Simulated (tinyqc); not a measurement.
## Lossy package transmission line with skin effect: effect of the loss tangent

A uniform line in a homogeneous dielectric: c = sqrt(er)/(c0 Z0), l = Z0 sqrt(er)/c0 (c0 = 299792458 m/s), g = w c td, w = 2 pi f. The resistance joins its limits as r = sqrt(r_dc^2 + r_hf^2), with r_dc = rho/(wd th), r_hf = kr rho/(2 delta (wd + th)), delta = sqrt(rho/(pi f mu0)), mu0 = 4 pi 1e-7 H/m; this is an interpolation, and internal inductance, up to 0.05 nH/mm at low frequency, is neglected.

gamma = sqrt((r + i w l)(g + i w c)) = alpha + i beta, Zc = sqrt((r + i w l)/(g + i w c)), roots with positive real part; loss 8.685889638 alpha in dB; phase velocity w/beta. ZL = 1/(1/RL + i w CL); reflection (ZL - Zc)/(ZL + Zc); Zin = Zc (ZL + Zc tanh(gamma len))/(Zc + ZL tanh(gamma len)); H = V_load/V_source = [Zin/(Zin + Rg)]/[cosh(gamma len) + (Zc/ZL) sinh(gamma len)].

Values chosen for this exercise:

| symbol | value | unit | meaning |
|---|---|---|---|
| wd | 63 | um | width of the strip |
| th | 11 | um | thickness of the strip |
| rho | 2 | uohm cm | resistivity |
| er | 3.9 |  | relative permittivity |
| Z0 | 75 | ohm | lossless impedance sqrt(l/c) |
| kr | 2 |  | factor for crowding and the return path |
| len | 2.6 | mm | length |
| Rg | 10 | ohm | source resistance |
| RL | 1e5 | ohm | load resistance |
| CL | 300 | fF | load capacitance |
| f | 3.5 | GHz | frequency |

The same in every row: r (ohm/mm) = 0.22649; r/(w l) = 0.020846.

Result of one run:

| td | loss (dB/mm) | \|Zc\| (ohm) | phase velocity over c0 | length in wavelengths | \|H\| (dB) |
|---|---|---|---|---|---|
| 0.001 | 0.013744 | 75.008 | 0.50634 | 0.059948 | 2.4197 |

What becomes of these results when the loss tangent td is changed from 0.001 to 0.01, all else the same?

Result of the changed run:

| td | loss (dB/mm) | \|Zc\| (ohm) | phase velocity over c0 | length in wavelengths | \|H\| (dB) |
|---|---|---|---|---|---|
| 0.01 | 0.019406 | 75.006 | 0.50636 | 0.059946 | 2.4141 |

The whole series:

| td | loss (dB/mm) | \|Zc\| (ohm) | phase velocity over c0 | length in wavelengths | \|H\| (dB) |
|---|---|---|---|---|---|
| 0 | 0.013114 | 75.008 | 0.50634 | 0.059948 | 2.4203 |
| 0.001 | 0.013744 | 75.008 | 0.50634 | 0.059948 | 2.4197 |
| 0.002 | 0.014373 | 75.008 | 0.50635 | 0.059948 | 2.4191 |
| 0.005 | 0.016260 | 75.008 | 0.50635 | 0.059947 | 2.4172 |
| 0.01 | 0.019406 | 75.006 | 0.50636 | 0.059946 | 2.4141 |
| 0.02 | 0.025698 | 75.001 | 0.50637 | 0.059945 | 2.4079 |
| 0.04 | 0.038279 | 74.978 | 0.50635 | 0.059948 | 2.3956 |

As td goes from 0 to 0.04, the loss rises from 0.0131 to 0.0383 dB/mm, |Zc| stays near 75.0 ohm and |H| goes from 2.42 to 2.40 dB, with its highest value among the rows, 2.42 dB, at td = 0. In the low-loss estimate the dielectric part g Z0/2 equals the conductor part r/(2 Z0) at td = 0.0208.

Computed by the program tinyqc: `OMP_NUM_THREADS=1 python tinyqc.py 2810214 2810215 out.jsonl`, one thread of a shared Intel Xeon 2.30GHz, about 0.01 s for the whole run.
